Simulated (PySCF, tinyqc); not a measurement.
Worked calculation: G0W0 on RHF in the sto-3g basis, for H3+, spin multiplicity 1. The lowest restricted solution is unstable here: a spin-polarised one lies 0.0064 hartree lower (PySCF). Computed by tinyqc, a small Python program that keeps every step (integrals from PySCF). Settings: charge = 1, multiplicity = 1, basis = sto-3g, method = RHF, energy threshold = 1e-10, iteration cap = 88, orthogonalisation = symmetric, start = core, DIIS depth = 6. Command: `OMP_NUM_THREADS=1 python tinyqc.py 20815 20816 out.jsonl` (the two numbers bound the seeds that draw the settings). One thread of a shared host (Intel(R) Xeon(R) Processor @ 2.60GHz), about 0.06 s of CPU time with the checks. The early iterations of the SCF are left out here.

## One-electron integrals

Geometry (angstrom):
```
atom         x         y          z
H     0.000000  0.000000   0.000000
H     0.000000  0.000000   1.182000
H     0.000000  0.117000  -1.177000
```

Basis sto-3g: exponents (1/bohr^2) and contraction coefficients of normalised primitives:
```
element  l (shell)  exponent  coefficient
H            s (1)  3.425251     0.154329
H            s (1)  0.623914     0.535328
H            s (1)  0.168855     0.444635
```

Overlap, kinetic and nuclear-attraction integrals over the contracted functions; the nuclear repulsion is the sum of Za Zb / Rab.

nuclear repulsion = 1.11913705 hartree

overlap S, lower triangle:
```
          1H 1s     2H 1s     3H 1s
1H 1s  1.000000
2H 1s  0.396157  1.000000
3H 1s  0.395748  0.063870  1.000000
```

kinetic energy T (hartree), lower triangle:
```
          1H 1s      2H 1s     3H 1s
1H 1s  0.760032
2H 1s  0.056913   0.760032
3H 1s  0.056727  -0.011302  0.760032
```

nuclear attraction V (hartree), lower triangle:
```
           1H 1s      2H 1s      3H 1s
1H 1s  -2.108316
2H 1s  -0.704229  -1.891640
3H 1s  -0.703330  -0.105012  -1.891363
```

core Hamiltonian H = T + V (hartree), lower triangle:
```
           1H 1s      2H 1s      3H 1s
1H 1s  -1.348284
2H 1s  -0.647316  -1.131608
3H 1s  -0.646603  -0.116314  -1.131331
```

## Two-electron integrals

Functions are numbered as in S; the eight-fold symmetry (ij|kl) = (ji|kl) = (kl|ij) leaves the list below.

Two-electron integrals (ij|kl) in chemists' order, unique and non-zero (hartree):
```
(11|11) 0.774606   (21|11) 0.233384   (21|21) 0.096026   (22|11) 0.422877
(22|21) 0.233384   (22|22) 0.774606   (31|11) 0.233086   (31|21) 0.065963
(31|22) 0.119150   (31|31) 0.095809   (32|11) 0.036271   (32|21) 0.012667
(32|22) 0.027227   (32|31) 0.012654   (32|32) 0.001998   (33|11) 0.422653
(33|21) 0.119245   (33|22) 0.223860   (33|31) 0.233086   (33|32) 0.027227
(33|33) 0.774606
```

## Orthogonalisation

S = U s U^T; symmetric (Loewdin) form X = U s^(-1/2) U^T, so that X^T S X = 1.

eigenvalues of S: 0.471063  0.936130  1.592807

X, lower triangle:
```
           1H 1s     2H 1s     3H 1s
1H 1s   1.143600
2H 1s  -0.234742  1.069732
3H 1s  -0.234474  0.036102  1.069575
```

## Iteration 5 (converged): orbitals

converged F (hartree), lower triangle:
```
           1H 1s      2H 1s      3H 1s
1H 1s  -0.657766
2H 1s  -0.506473  -0.486285
3H 1s  -0.506013  -0.172807  -0.486184
```

Diagonalise F' = X^T F X, C = X C', fill 1 alpha and 1 beta electrons from the bottom; D = 2 C_occ C_occ^T. Each column has its largest component positive (the first on a tie).

F' = X^T F X (hartree), lower triangle:
```
           1          2          3
1  -0.389493
2  -0.348628  -0.343758
3  -0.348268  -0.009043  -0.343954
```

orbital energies (hartree): MO1 -0.864316, MO2 -0.334812, MO3 0.121924

coefficients C:
```
            MO1        MO2        MO3
1H 1s  0.593299  -0.000241   1.032424
2H 1s  0.373683  -0.730411  -0.726357
3H 1s  0.373479   0.731250  -0.725299
```

D after iteration 5, lower triangle:
```
          1H 1s     2H 1s     3H 1s
1H 1s  0.704006
2H 1s  0.443411  0.279277
3H 1s  0.443169  0.279125  0.278973
```

## Convergence

Stop when the energy changes by less than 1e-10 hartree and every element of the error matrix X^T (F D S - S D F) X is below 3e-06.

Course of the cycle:
```
iteration  E (hartree)     change  largest element of the error matrix
1          -1.10239700          -                             1.81e-01
2          -1.14111876  -3.87e-02                             2.15e-02
3          -1.14164789  -5.29e-04                             9.44e-05
4          -1.14164790  -9.73e-09                             8.69e-06
5          -1.14164790  -8.29e-11                             5.56e-10
```

PySCF RHF in the same basis = -1.14164790 hartree

Converged in 5 iterations.

## Integrals over molecular orbitals

(pq|rs) = sum C_ip C_jq C_kr C_ls (ij|kl), one index at a time.

one-electron integrals over orbitals h = C^T H C (hartree), lower triangle:
```
           1          2          3
1  -1.396469
2   0.000131  -1.084417
3  -0.091038  -0.000086  -0.812637
```

Two-electron integrals over orbitals (pq|rs), unique and non-zero (hartree):
```
(11|11) 0.532153    (21|11) -0.000131   (21|21) 0.147372    (22|11) 0.448488
(22|21) 0.000221    (22|22) 0.509822    (31|11) 0.091038    (31|21) 0.000043
(31|22) -0.050863   (31|31) 0.142475    (32|11) 0.000064    (32|21) -0.145401
(32|22) -0.000219   (32|31) -0.000129   (32|32) 0.161478    (33|11) 0.538518
(33|21) -0.000213   (33|22) 0.476030    (33|31) 0.079508    (33|32) 0.000171
(33|33) 0.571869
```

## Screening: direct RPA

With D = e_a - e_i and K = (ia|jb): diagonalise D^(1/2) (D + 4K) D^(1/2) = Z w^2 Z^T; X + Y = D^(1/2) Z w^(-1/2), each column of Z with its largest component positive (the first on a tie); E_c = (sum w - tr (D + 2K)) / 2.

D^(1/2) (D + 4K) D^(1/2) (hartree^2):
```
          1>2       1>3
1>2  0.592509  0.000124
1>3  0.000124  1.534727
```

excitation energies w (hartree): 0.769746  1.238841

X + Y:
```
             1         2
1>2   0.829393  0.000086
1>3  -0.000149  0.892243
```

RPA correlation energy = -0.04342487 hartree

## G0W0 on Hartree-Fock: HOMO

W(p,q,m) = sqrt2 sum_ia (pq|ia) (X+Y)_ia,m; Sigma_c(x) = sum_(i,m) W^2/(x - e_i + w_m) + sum_(a,m) W^2/(x - e_a - w_m); solve x = e_p + Sigma_c(x) by Newton steps; Z = 1/(1 - dSigma/dx); 1 hartree = 27.211386 eV.

The 12 largest terms at x = e_p (hartree; W for the signs of X + Y given):
```
q  m          W       term
2  1   0.172858  -0.022998
3  2   0.179779  -0.014525
1  2   0.114874   0.010652
1  1  -0.000173   3.90e-08
2  2   0.000072  -2.93e-09
3  1   0.000020  -2.35e-10
```

Newton steps (hartree):
```
step          x  Sigma_c(x)         Z
0     -0.864316   -0.026871  0.968216
1     -0.890333   -0.026024  0.968653
2     -0.890339   -0.026023  0.968653
```

quasiparticle energy of the HOMO = -24.227361 eV

Hartree-Fock value = -23.519229 eV

## G0W0 on Hartree-Fock: LUMO

As before.

The 12 largest terms at x = e_p (hartree; W for the signs of X + Y given):
```
q  m          W       term
3  1  -0.170546  -0.023715
1  1   0.172858   0.022998
2  2  -0.064180  -0.003325
2  1   0.000270  -9.46e-08
3  2  -0.000181  -1.92e-08
1  2   0.000072   2.93e-09
```

Newton steps (hartree):
```
step          x  Sigma_c(x)         Z
0     -0.334812   -0.004042  0.961797
1     -0.338700   -0.003888  0.961827
2     -0.338700   -0.003888  0.961827
```

quasiparticle energy of the LUMO = -9.216500 eV

Hartree-Fock value = -9.110708 eV
